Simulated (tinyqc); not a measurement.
Worked calculation: plane-wave Kohn-Sham cycle with exchange-only LDA in a layered model solid. One step of it, computed by the program tinyqc.

Task: Iteration 1: levels at that k. Diagonalise the Hermitian matrix.

H (hartree):
```
           -3         -2         -1         +0         +1         +2         +3
-3   1.921129  -0.120000   0.000000   0.000000   0.000000   0.000000   0.000000
-2  -0.120000   0.631734  -0.120000   0.000000   0.000000   0.000000   0.000000
-1   0.000000  -0.120000  -0.084597  -0.120000   0.000000   0.000000   0.000000
+0   0.000000   0.000000  -0.120000  -0.227863  -0.120000   0.000000   0.000000
+1   0.000000   0.000000   0.000000  -0.120000   0.201936  -0.120000   0.000000
+2   0.000000   0.000000   0.000000   0.000000  -0.120000   1.204799  -0.120000
+3   0.000000   0.000000   0.000000   0.000000   0.000000  -0.120000   2.780726
```

Give: eigenvalues.

Result:

eigenvalues (hartree): -0.321  -0.047  0.222  0.641  1.210  1.932  2.790
